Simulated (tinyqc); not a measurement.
Grain-boundary diffusion: Harrison regimes, Fisher and Le Claire analysis, Hart average. Changing the time t. Computed by tinyqc, a small Python program. Command: `OMP_NUM_THREADS=1 python tinyqc.py 3008660 3008661 out.jsonl gbdiff sweep`. One thread of a shared host (Intel(R) Xeon(R) Processor @ 2.30GHz), about 0.01 s of CPU time with the checks.

A boundary is a slab of width delta with diffusivity D_b, normal to a surface held at constant concentration; it leaks into grains of diffusivity D.

Inputs (values chosen for the exercise, for a model polycrystal):

| quantity | value | unit |
|---|---|---|
| lattice prefactor D0 | 3.9e-05 | m^2/s |
| lattice activation energy E | 1.73 | eV |
| boundary prefactor D0b | 7.9e-05 | m^2/s |
| boundary activation energy E_b | 0.834 | eV |
| boundary width delta | 1 | nm |
| segregation factor s | 3 | - |
| grain size d | 0.023 | um |
| temperature T | 753 | K |

Constants: k_B = 8.617333262e-05 eV/K.

Method:
- D = D0 exp(-E/(k_B T)), D_b = D0b exp(-E_b/(k_B T)).
- Triple product P = s delta D_b.
- l = sqrt(D t); P = s delta D_b; alpha = s delta/(2 l); beta = P/(2 D l). Regime A if l > 3 d, C if alpha > 1, B if alpha < 0.1, l < d/4 and beta > 10, otherwise a transition.
- Fisher: the mean concentration falls as exp(-y/y_F), y_F = sqrt(P) (pi t/(4 D))^(1/4), with the boundary equation P d2c/dy2 = 2 c sqrt(D/(pi t)). Le Claire (from the Whipple solution): ln c falls as -(y/y_L)^(6/5) with P = 1.322 sqrt(D/t) y_L^2.

One run for each value:

| time t (s) | Le Claire depth y_L (um) | lattice diffusion length l (um) | beta | alpha |
|---|---|---|---|---|
| 1.00e+01 | 12.10 | 3.2073e-02 | 9.4054e+04 | 4.6768e-02 |
| 1.00e+02 | 21.51 | 1.0143e-01 | 2.9742e+04 | 1.4789e-02 |
| 1.00e+03 | 38.26 | 3.2073e-01 | 9.4054e+03 | 4.6768e-03 |
| 1.00e+04 | 68.04 | 1.0143e+00 | 2.9742e+03 | 1.4789e-03 |
| 1.00e+05 | 120.99 | 3.2073e+00 | 9.4054e+02 | 4.6768e-04 |
| 1.00e+06 | 215.15 | 1.0143e+01 | 2.9742e+02 | 1.4789e-04 |
| 1.00e+07 | 382.59 | 3.2073e+01 | 9.4054e+01 | 4.6768e-05 |

Over the rows, Le Claire depth y_L (um) rises from 12.1 to 383 (exponent d ln y / d ln x about 0.25 throughout); lattice diffusion length l (um) rises from 0.0321 to 32.1 (exponent d ln y / d ln x about 0.50 throughout); beta falls from 94100 to 94.1 (exponent d ln y / d ln x about -0.50 throughout). The exponent of Le Claire depth y_L stays at 0.25: the Le Claire depth goes as (t/D)^(1/4) at fixed P. The exponent of beta stays at -0.50: beta = P/(2 D sqrt(D t)).

Caution (all rows): the Fisher and Le Claire forms need regime B with beta above 10.
